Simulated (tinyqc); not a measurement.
# Transit time and capacitance from two cut-off frequencies

Inverse problem. 1/(2 pi fT) = tauF + Vt C/JC, C the sum of the junction capacitances per area. Find C, tauF and the limit of fT at high current.

Parameters, values chosen for the exercise: temperature T = 300 K.

Constants: q = 1.602176634e-19 C, kB = 1.380649e-23 J/K, Vt = kB T/q. Results are converted to the units shown.

JC (mA/um^2): 0.023  0.26
fT (GHz): 19.291321  49.593348

Answer. The delay is a straight line in 1/JC with slope Vt C and intercept tauF.

C = 4.920 fF/um^2
tauF = 2.720 ps
limit of fT = 58.51 GHz

Numbers from tinyqc (`OMP_NUM_THREADS=1 python tinyqc.py 2320089 2320090 out.jsonl`; about 0.01 s on one thread of a shared Intel Xeon 2.30GHz).
